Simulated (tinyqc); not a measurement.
# Worked calculation: p-n heterojunction, non-linear Poisson equation by Newton steps, Fermi-Dirac statistics

Computed by the program tinyqc: `OMP_NUM_THREADS=1 python tinyqc.py 2040121 2040122 out.jsonl`, one thread of a shared Intel Xeon 2.30GHz, about 0.5 s for the whole run. Printed values are rounded.

One dimension, material 1 (p-type) at x < 0 and material 2 (n-type) at x > 0. Band edges: Ec = -psi in material 1 and -psi + dEc in material 2, Ev = Ec - Eg. Flat quasi-Fermi levels: 0 for holes, +V for electrons. n = Nc F((EFn - Ec)/Vt), p = Nv F((Ev - EFp)/Vt), with F(eta) = F_1/2(eta) = (2/sqrt(pi)) int_0^infinity sqrt(u) du/(1 + exp(u - eta)) (Fermi-Dirac statistics); full ionisation, no interface charge, classical densities; the doping types are chosen for the exercise.

Values chosen for this exercise; band and dielectric values close to those of InGaP and GaAs:
```
symbol    value   unit                                          meaning
T           250      K                                      temperature
Eg1        1.89     eV                           band gap of material 1
er1        11.6                     relative permittivity of material 1
Nc1     6.96e17  cm^-3  conduction-band density of states of material 1
Nv1     1.14e19  cm^-3     valence-band density of states of material 1
Eg2         1.4     eV                           band gap of material 2
er2        12.7                     relative permittivity of material 2
Nc2     3.32e17  cm^-3  conduction-band density of states of material 2
Nv2     6.76e18  cm^-3     valence-band density of states of material 2
dEc       -0.14     eV                 conduction-band offset Ec2 - Ec1
N1       5.2e15  cm^-3                   acceptor density of material 1
N2         1e17  cm^-3                      donor density of material 2
V          -2.3      V                    bias of side 1 against side 2
```

Constants: q = 1.602176634e-19 C, kB = 1.380649e-23 J/K, Vt = kB T/q, eps0 = 8.8541878128e-14 F/cm where lengths are in cm. Results are converted to the units shown.

## Offsets and end potentials

dEv = Ev1 - Ev2 = Eg2 - Eg1 - dEc. Neutrality of the majority carriers far from the junction: Nv1 F((-psi_L - Eg1)/Vt) = N1 and Nc2 F((V + psi_R - dEc)/Vt) = N2. Total bending psi_R - psi_L.

dEv = -0.35 eV
psi_L = -1.724277 V
psi_R = 2.136433 V
psi_R - psi_L = 3.860710 V

The alignment is straddling (type I): dEc and dEv have the same sign.

## Permittivity of the intervals

x, node 0 to 9 (nm): [-1790, -635, -217, -65.1, -10, 10, 35.6, 68.5, 111, 165]

er1 or er2; the interface lies midway in its interval, which gets the series value 2 er1 er2/(er1 + er2).

eps_r, interval 0 to 8: [11.6, 11.6, 11.6, 11.6, 12.12510, 12.7, 12.7, 12.7, 12.7]

## Couplings between neighbouring nodes

a_i = eps0 eps_r/h_i for the interval from node i to i + 1, with h_i = x_(i+1) - x_i in cm.

coupling a_i, interval 0 to 8 (F/cm^2): [8.892518e-9, 2.457143e-8, 6.761592e-8, 1.864040e-7, 5.367897e-7, 4.392507e-7, 3.417878e-7, 2.645840e-7, 2.082374e-7]

## Starting potential

material, node 0 to 9: [1, 1, 1, 1, 1, 2, 2, 2, 2, 2]

psi_L + (psi_R - psi_L)(1 + tanh(x/s))/2 on the inner nodes with s = 160 nm, psi_L and psi_R on the ends.

psi at the start, node 0 to 9 (V): [-1.724277, -1.722899, -1.483987, -0.538684, 0.085588, 0.326569, 0.628632, 0.985465, 1.365036, 2.136433]

## Iteration 1: densities, residual and Jacobian diagonal

n_i = Nc F(a_n), a_n = (V - Ec_i)/Vt; p_i = Nv F(a_p), a_p = (Ec_i - Eg)/Vt; rho_i = p_i - n_i + C_i with C = -N1 or +N2; g_i = (Nc F'(a_n) + Nv F'(a_p))/Vt with F' = F_-1/2(eta) = (1/sqrt(pi)) int_0^infinity u^(-1/2) du/(1 + exp(u - eta)). Box widths w_i = (h_(i-1) + h_i)/2 in cm. Residual F_i = a_i (psi_(i+1) - psi_i) - a_(i-1) (psi_i - psi_(i-1)) + q rho_i w_i; Jacobian: a_(i-1) and a_i beside the diagonal, b_i = -a_(i-1) - a_i - q g_i w_i on it. The two end nodes are fixed.

n, node 0 to 9 (cm^-3): [5.209048e-64, 5.553168e-64, 3.637360e-59, 4.142509e-40, 1.592305e-27, 3.637372e-20, 4.468080e-14, 6.975237e-7, 31.28707, 1e17]
p, node 0 to 9 (cm^-3): [5.2e15, 4.877814e15, 7.448098e10, 6.539857e-9, 1.701397e-21, 1.590669e-19, 1.294931e-25, 8.294853e-33, 1.849280e-40, 5.203698e-56]
residual F, node 1 to 8 (C/cm^2): [1.798234e-9, 3.430740e-8, 4.382624e-8, 9.860837e-9, 3.985531e-8, 3.614322e-8, 3.886916e-8, 1.375105e-7]
diagonal b, node 1 to 8 (F/cm^2): [-2.886161e-6, -9.220313e-8, -2.540199e-7, -7.231936e-7, -9.760404e-7, -7.810385e-7, -6.063718e-7, -4.728213e-7]

## Iteration 1: Newton step

Solve the tridiagonal system a_(i-1) d_(i-1) + b_i d_i + a_i d_(i+1) = -F_i for nodes 1 to 8, with d = 0 on fixed nodes. Half of the step is added while the largest |d| exceeds 1.5 Vt, the full step after that.

Newton step d, before damping, node 1 to 8 (V): [0.020003, 2.276403, 2.589517, 2.467982, 2.407408, 2.242648, 1.925158, 1.368120]
psi after iteration 1, node 0 to 9 (V): [-1.724277, -1.712897, -0.345785, 0.756075, 1.319579, 1.530272, 1.749956, 1.948044, 2.049096, 2.136433]

## Iteration 2: densities, residual and Jacobian diagonal

As before.

n, node 0 to 9 (cm^-3): [5.209048e-64, 8.834156e-64, 3.205691e-36, 5.229388e-14, 0.01197258, 67048.48, 1.798937e9, 1.771294e13, 1.925400e15, 1e17]
p, node 0 to 9 (cm^-3): [5.2e15, 3.066375e15, 8.451037e-13, 5.180609e-35, 2.262788e-46, 8.629362e-44, 3.216263e-48, 3.266395e-52, 2.998860e-54, 5.203698e-56]
residual F, node 1 to 8 (C/cm^2): [6.604634e-9, 1.717133e-8, 2.191312e-8, 4.930418e-9, 1.992765e-8, 1.807161e-8, 1.942388e-8, 6.726684e-8]
diagonal b, node 1 to 8 (F/cm^2): [-1.826877e-6, -9.218735e-8, -2.540199e-7, -7.231936e-7, -9.760404e-7, -7.810386e-7, -6.068684e-7, -5.417701e-7]

## Iteration 2: Newton step

As before.

Newton step d, before damping, node 1 to 8 (V): [0.017683, 1.045901, 1.165599, 1.091461, 1.056531, 0.968477, 0.802440, 0.516049]
psi after iteration 2, node 0 to 9 (V): [-1.724277, -1.704056, 0.177165, 1.338874, 1.865309, 2.058538, 2.234195, 2.349264, 2.307120, 2.136433]

## Course of the Newton iteration

Stop when the largest undamped |d| is below 1e-9 V, or after 80 iterations.

Course of the iteration:
```
iteration  largest |F| (C/cm^2)  largest |d| (V)  at node
1                       1.38e-7             2.59        3
2                       6.73e-8             1.17        3
3                       3.98e-6            0.182        2
4                       2.17e-6           0.0862        7
5                       1.19e-6           0.0596        7
6                       6.62e-7           0.0428        7
7                       3.72e-7           0.0322        7
8                       9.82e-8           0.0180        6
9                       2.31e-8          9.91e-3        6
10                      2.97e-9          2.19e-3        6
11                     7.69e-11          7.87e-5        6
12                     6.14e-14          9.02e-8        6
13                     7.81e-20          < 1e-12        6
```

Converged in 13 iterations. Once the step is below 0.1 Vt, 2 more iteration(s) reach the threshold: near the solution the error is roughly squared each time.

## Band edges, densities and displacement

converged psi, node 0 to 9 (V): [-1.724277, -1.694511, 0.313155, 1.393838, 1.832102, 1.990121, 2.100169, 2.132200, 2.136131, 2.136433]

Ec, Ev, n and p as defined; D = a_k (psi_(k+1) - psi_k) on the interval that holds the interface.

Ec, node 0 to 9 (eV): [1.724277, 1.694511, -0.313155, -1.393838, -1.832102, -2.130121, -2.240169, -2.272200, -2.276131, -2.276433]
Ev, node 0 to 9 (eV): [-0.165723, -0.195489, -2.203155, -3.283838, -3.722102, -3.530121, -3.640169, -3.672200, -3.676131, -3.676433]
n, node 0 to 9 (cm^-3): [5.209048e-64, 2.074018e-63, 6.160069e-23, 0.3759952, 2.571618e8, 1.248718e14, 2.021390e16, 8.359661e16, 9.873627e16, 1e17]
p, node 0 to 9 (cm^-3): [5.2e15, 1.306176e15, 4.397908e-26, 7.205255e-48, 1.053477e-56, 4.632823e-53, 2.801410e-55, 6.333616e-56, 5.277338e-56, 5.203698e-56]
D = 84.82265 nC/cm^2

## Check against the first integral

Exact first integral: on each side D^2/(2 eps0 er) = G, G = q [Vt (nI_j - nI_b) + Vt (pI_j - pI_b) - C (psi_j - psi_b)], with C = -N1 or +N2, b the neutral end of that side, and nI, pI the densities with F_1/2 replaced by F_3/2(eta) = (4/(3 sqrt(pi))) int_0^infinity u^(3/2) du/(1 + exp(u - eta)). D is continuous, so er1 G1(psi_j) = er2 G2(psi_j) fixes psi_j. Ends from Nv1 F((-psi_L - Eg1)/Vt) = N1 and Nc2 F((V + psi_R - dEc)/Vt) = N2. D is counted positive when psi rises towards material 2.

psi_j = 1.940703 V
D = 78.96429 nC/cm^2
psi_j - psi_L = 3.664980 V
psi_R - psi_j = 0.1957302 V
Ec1 - EFn at the interface = 0.3592968 eV
Ec2 - EFn at the interface = 0.2192968 eV

Material 1 takes 94.9 % of the bending. The 10-node mesh gave D = 84.82 nC/cm^2, 7.4 % above the exact value in size.
